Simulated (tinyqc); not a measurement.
# p-n diode with diffusion and depletion-layer recombination: effects of single changes

Abrupt junction in the depletion approximation, low injection, full ionisation, neutral widths fixed, ohmic contact on the p side. Vj is the junction voltage; where a series resistance Rs is given, V = Vj + J Rs is the terminal voltage.

Inputs (values chosen for the exercise); band and dielectric values close to those of gallium nitride: temperature T = 250 K; band gap Eg = 3.43 eV; relative permittivity eps_r = 9.41; conduction-band density of states at T Nc = 1.73e18 cm^-3; valence-band density of states at T Nv = 3.5e19 cm^-3; acceptor density Na = 2.7e18 cm^-3; donor density Nd = 3.6e16 cm^-3; electron mobility in the p side mun = 160 cm^2/(V s); hole mobility in the n side mup = 20 cm^2/(V s); electron lifetime tn = 7e-7 s; hole lifetime tp = 1e-8 s; neutral width of the p side wp = 32 um; neutral width of the n side wn = 0.57 um; recombination velocity at the n contact Sp = 1e7 cm/s; series resistance Rs = 0.00049 ohm cm^2; trap level above the intrinsic level Et = 0 eV; junction voltage at which recombination is evaluated Vj = 2.5 V.

Constants: q = 1.602176634e-19 C, kB = 1.380649e-23 J/K, Vt = kB T/q, eps0 = 8.8541878128e-14 F/cm where lengths are in cm. Results are converted to the units shown.

Each table varies one quantity; the others keep the values above.

## Currents and ideality against junction voltage

ni = sqrt(Nc Nv) exp(-Eg/(2 Vt)), Eg in volts; D = mu Vt; Ln = sqrt(Dn tn), Lp = sqrt(Dp tp); J0n = q ni^2 Dn coth(wp/Ln)/(Ln Na); J0p = (q ni^2 Dp/(Lp Nd)) (s + tanh(wn/Lp))/(1 + s tanh(wn/Lp)), s = Sp Lp/Dp. J_diff = (J0n + J0p)(exp(Vj/Vt) - 1). Vbi = Vt ln(Na Nd/ni^2), W = sqrt(2 eps0 eps_r (Vbi - Vj)(1/Na + 1/Nd)/q), xp = W Nd/(Na + Nd), xn = W Na/(Na + Nd); u(x) = q Na (x + xp)^2/(2 eps0 eps_r) for x < 0 and Vbi - Vj - q Nd (xn - x)^2/(2 eps0 eps_r) for x > 0; p = Na exp(-u/Vt), n = Nd exp((u - Vbi + Vj)/Vt); U = ni^2 (exp(Vj/Vt) - 1)/(tp (n + ni exp(Et/Vt)) + tn (p + ni exp(-Et/Vt))); J_scr = q times the integral of U from -xp to xn. J = J_diff + J_scr. Ideality = (1/Vt) dVj/d ln J or (1/Vt) dV/d ln J; last column ni^2 exp(Vj/Vt)/N^2.

Currents and ideality against junction voltage:
```
Vj (V),J_diff (A/cm^2),J_scr (A/cm^2),J (A/cm^2),V (V),ideality against Vj,ideality against V,"minority/doping, lighter side"
0.82,6.140e-47,1.974e-26,1.974e-26,0.8200,1.981,1.981,1.133e-48
1.12,6.854e-41,2.238e-23,2.238e-23,1.120,1.979,1.979,1.265e-42
1.41,4.809e-35,2.029e-20,2.029e-20,1.410,1.975,1.975,8.874e-37
1.7,3.374e-29,1.867e-17,1.867e-17,1.700,1.970,1.970,6.227e-31
1.99,2.368e-23,1.756e-14,1.756e-14,1.990,1.962,1.962,4.369e-25
2.28,1.661e-17,1.712e-11,1.712e-11,2.280,1.949,1.949,3.066e-19
2.58,1.854e-11,2.275e-8,2.277e-8,2.580,1.918,1.918,3.422e-13
2.87,1.301e-5,2.937e-5,4.238e-5,2.870,1.449,1.449,2.401e-7
3.16,9.131,0.01737,9.148,3.164,1.002,1.210,0.1685
```

Read the table: what changes, and by how much?

The ideality against Vj falls from 1.98 to 1.00. Diffusion overtakes recombination in the layer between Vj = 2.87 and 3.16 V. J_scr alone has an ideality of 1.98 between the first two rows and 2.11 between the last two. From Vj = 3.16 V the series resistance raises the terminal ideality by over a tenth; there J Rs = 0.21 Vt. Rows from Vj = 3.16 V on lie beyond low injection.

## Effect of the donor density

Same model as above.

J = J_diff + J_scr.

The same in every row: J0n (A/cm^2) = 5.888e-66; wn/Lp = 0.8684.

Results:
```
Nd (cm^-3),J0p (A/cm^2),J_diff (A/cm^2),J_scr (A/cm^2),J_scr/J (%)
1e15,6.495e-62,1.623e-11,2.306e-8,99.93
2.6e15,2.498e-62,6.245e-12,1.367e-8,99.95
7e15,9.279e-63,2.320e-12,7.984e-9,99.97
1.9e16,3.419e-63,8.558e-13,4.658e-9,99.98
1.3e17,4.996e-64,1.263e-13,1.663e-9,99.99
3.5e17,1.856e-64,4.785e-14,9.821e-10,100.0
```

Estimate the missing row, Nd = 4.9e16 cm^-3.

Computed row:
```
Nd (cm^-3),J0p (A/cm^2),J_diff (A/cm^2),J_scr (A/cm^2),J_scr/J (%)
4.9e16,1.326e-63,3.327e-13,2.801e-9,99.99
```

With this row back in the table: As Nd goes from 1e15 to 3.5e17, J0p falls from 6.50e-62 to 1.86e-64 A/cm^2, J_scr falls from 2.31e-8 to 9.82e-10 A/cm^2 and its share stays near 100 %. J0p goes as Nd^(-1.00) at the start and Nd^(-1.00) at the end.

Computed by the program tinyqc: `OMP_NUM_THREADS=1 python tinyqc.py 2260053 2260054 out.jsonl`, one thread of a shared Intel Xeon 2.30GHz, about 0.01 s for the whole run.
